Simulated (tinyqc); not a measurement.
# Threshold-voltage variability of a planar MOSFET, analytic estimates: effect of the gate width

Three independent sources add in quadrature: random dopants in the depleted layer, metal-gate grains of two orientations, and roughness of the two gate edges acting through the roll-off VT = VT(long) - Vr exp(-L/l). These are first-order estimates: no three-dimensional electrostatics, no percolation.

ni = sqrt(Nc Nv) exp(-Eg/(2 Vt)), Eg in volts; Cox = 3.9 eps0/ti; Wd = sqrt(4 eps0 eps_r Vt ln(Na/ni)/(q Na)); dopants: s1 = (q/Cox) sqrt(Na Wd/(3 L W)). Grains: Ng = L W/G^2 (at least 1), s2 = dW sqrt(p (1 - p)/Ng). Edges, with exponential correlation and u = W/La: the mean gate length has sL^2 = 2 De^2 (2/u)[1 - (1 - exp(-u))/u]; s3 = sL (Vr/l) exp(-L/l). s = sqrt(s1^2 + s2^2 + s3^2). l and Vr are held fixed.

Values chosen for this exercise; material values close to those of silicon: temperature T = 300 K; band gap Eg = 1.11 eV; relative permittivity of the semiconductor eps_r = 11.6; conduction-band density of states at T Nc = 2.78e19 cm^-3; valence-band density of states at T Nv = 2.7e19 cm^-3; channel doping Na = 2.7e18 cm^-3; oxide-equivalent thickness in inversion ti = 2.5 nm; gate length L = 32 nm; metal grain size G = 15 nm; work-function difference of the two grain orientations dW = 0.1 eV; share of the orientation of higher work function p = 0.4; rms roughness of one gate edge De = 0.8 nm; correlation length of the roughness La = 10 nm; decay length of the threshold roll-off l = 5.5 nm; prefactor of the roll-off Vr = 1.6 V.

Constants: q = 1.602176634e-19 C, kB = 1.380649e-23 J/K, Vt = kB T/q, eps0 = 8.8541878128e-14 F/cm where lengths are in cm. Results are converted to the units shown.

Results:
```
W (nm),s1 (mV),s2 (mV),s3 (mV),s (mV),s sqrt(L W) (mV um)
40,45.292,20.540,0.60103,49.736,1.7794
65,35.530,16.113,0.49934,39.016,1.7794
110,27.312,12.386,0.39781,29.992,1.7794
170,21.970,9.9632,0.32560,24.126,1.7794
280,17.119,7.7632,0.25680,18.799,1.7794
450,13.504,6.1237,0.20398,14.829,1.7794
1200,8.2692,3.7500,0.12580,9.0806,1.7794
```

Estimate the missing row, W = 740 nm.

Computed row:
```
W (nm),s1 (mV),s2 (mV),s3 (mV),s (mV),s sqrt(L W) (mV um)
740,10.530,4.7754,0.15977,11.564,1.7794
```

With this row back in the table: As W goes from 40 to 1200 nm, s falls from 49.7 to 9.08 mV. The dopants are the largest source in the first and the last row. The product s sqrt(L W) stays near 1.78 mV um: s1 and s2 count independent dopants and grains, so they go as 1/sqrt(L W), and s3 is too small to matter.

Program tinyqc, `OMP_NUM_THREADS=1 python tinyqc.py 2090031 2090032 out.jsonl`; Intel Xeon 2.30GHz, shared host, one thread, about 0.01 s.
